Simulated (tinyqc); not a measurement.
Hubbard chain of 4 sites, step by step. Computed by tinyqc, a small Python program that keeps every step. Settings: hopping = 1.79, U = 8.6, mixing = 0.2, iteration cap = 72. Command: `OMP_NUM_THREADS=1 python tinyqc.py 25806 25807 out.jsonl` (the two numbers bound the seeds that draw the settings). One thread of a shared host (Intel(R) Xeon(R) Processor @ 2.60GHz), about 0.3 s of CPU time with the checks. Later iterations appear only in the table of the cycle.

## Mean-field iteration 1

one-body matrix (hopping and site energies) (eV), order 1, 2, 3, 4:
```
[[1.0000, -1.7900, 0.0000, 0.0000],
 [-1.7900, -0.7800, -1.7900, 0.0000],
 [0.0000, -1.7900, 0.1800, -1.7900],
 [0.0000, 0.0000, -1.7900, 0.6400]]
```

U = 8.6000 eV

electrons, up and down: [2, 2]

mixing = 0.2000

n(up) at the start (a guess, not normalised): [0.5500, 0.4500, 0.5500, 0.4500]

n(down) at the start (a guess): [0.4500, 0.5500, 0.4500, 0.5500]

H(up) = T + U n(down), H(down) = T + U n(up); fill the lowest levels; n(new) = n + mixing (n(out) - n); E = tr T (rho up + rho down) + U sum n_up n_down of the output.

levels, up (eV): [1.3526, 3.6285, 5.9631, 7.2959]

levels, down (eV): [1.2083, 3.4952, 6.1524, 7.3841]

energy = 1.5651 eV

n(up) after iteration 1: [0.5277, 0.4776, 0.5666, 0.4281]

n(down) after iteration 1: [0.3998, 0.5902, 0.4455, 0.5646]

## Mean-field iteration 2

As before.

levels, up (eV): [1.4353, 3.5326, 5.9129, 7.3592]

levels, down (eV): [1.3452, 3.4307, 6.0410, 7.4231]

energy = 1.0864 eV

n(up) after iteration 2: [0.5339, 0.4818, 0.5835, 0.4007]

n(down) after iteration 2: [0.3645, 0.6166, 0.4355, 0.5833]

## Convergence

Each step fills the lowest levels of T + U n(other spin) and sets n(new) = n + mixing (n(out) - n); stop when output and input agree to 1e-8.

Course of the cycle:
```
iteration     E (eV)  largest |n(out) - n(in)|  mean |n_up - n_down|
1           1.565101                  2.51e-01                0.2227
2           1.086429                  1.76e-01                0.2954
3           0.766963                  1.53e-01                0.3707
4           0.448351                  1.62e-01                0.4461
5           0.130909                  1.65e-01                0.5163
6          -0.157323                  1.72e-01                0.5780
7          -0.399447                  1.69e-01                0.6300
8          -0.592722                  1.59e-01                0.6730
9          -0.742078                  1.46e-01                0.7082
10         -0.854975                  1.32e-01                0.7368
11         -0.938950                  1.17e-01                0.7601
...              ...                       ...                   ...
62         -1.161378                  5.10e-05                0.8679
63         -1.161378                  4.33e-05                0.8679
64         -1.161378                  3.68e-05                0.8679
65         -1.161378                  3.13e-05                0.8679
66         -1.161378                  2.66e-05                0.8679
67         -1.161378                  2.26e-05                0.8679
68         -1.161378                  1.92e-05                0.8679
69         -1.161378                  1.63e-05                0.8679
70         -1.161378                  1.39e-05                0.8679
71         -1.161378                  1.18e-05                0.8679
72         -1.161378                  1.00e-05                0.8679
```

Not converged within 72 iterations: the residual falls steadily but slowly, by a factor of about 0.85 a step. The lowest mean-field energy found from random starts is -1.16138 eV. Reruns (cap 100 unless said): mixing 0.5: converged in 42 (E = -1.16138); mixing 0.9: converged in 19 (E = -1.16138); the original settings with a cap of 400: converged in 115 (E = -1.16138).

## Exact diagonalisation (36 states)

Lowest levels of the sector, and the double occupancy of the lowest state.

lowest levels (eV): [-2.0616, -1.1975, -0.3170, 0.1228, 0.6151, 1.0400]

double occupancy per site = 0.0702

## The lowest level by Lanczos steps

From a random start vector (not printed): a_j = <q_j|H|q_j>, b_j = norm of the remainder after orthogonalising; the Ritz value is the lowest eigenvalue of the tridiagonal matrix of a and b so far.

Lanczos:
```
j   a_j (eV)  b_j (eV)  lowest Ritz value (eV)
1     8.2623    6.9668                8.262288
2    10.2113    7.6055                2.202181
3     8.2201    5.2523               -1.135761
4    11.6712    5.0232               -1.826892
5    11.4961    5.8628               -1.945091
6     6.1728    5.2672               -2.010324
7    11.4816    4.0701               -2.049770
8    14.5454    7.5716               -2.054943
9     9.0250    5.8250               -2.057749
10    9.4081    5.5907               -2.059710
```
